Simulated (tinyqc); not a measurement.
Thermodynamics of metal silicides: hull, first phase, silicon consumed, nucleation and stability against SiO2: one step, computed by the program tinyqc. Command: `OMP_NUM_THREADS=1 python tinyqc.py 3024207 3024208 out.jsonl silphase walk`. One thread of a shared host (Intel(R) Xeon(R) Processor @ 2.30GHz), about 0.01 s of CPU time with the checks.

Entropies of formation of the solids are neglected, so heats stand for free energies. Si fractions: M2Si 0.3333, MSi 0.5000, MSi2 0.6667.

Problem. First phase. Effective heat of formation: at the interface the mixture has the Si fraction x_e; the limiting element scales the heat, H_eff = H x_e/x if x_e < x, H (1 - x_e)/(1 - x) otherwise. The rule names the most negative as the first phase; its restriction to congruently melting phases is left out here.

Inputs (values chosen for the exercise, of the order of those of cobalt silicides for heats and volumes only):

| quantity | value | unit |
|---|---|---|
| heat of formation of M2Si | -37.8 | kJ/mol atoms |
| heat of formation of MSi | -49.1 | kJ/mol atoms |
| heat of formation of MSi2 | -36 | kJ/mol atoms |
| Si fraction x_e at the lowest liquidus | 0.42 | - |

Phases: M2Si, MSi, MSi2.

Give: H_eff; most negative H_eff.

Solution.

H_eff (kJ/mol atoms): M2Si -32.886, MSi -41.244, MSi2 -22.680

most negative H_eff = -41.244 kJ/mol atoms

The rule picks MSi, ahead of M2Si by 8.4 kJ/mol. The rule is empirical and ignores nucleation barriers.
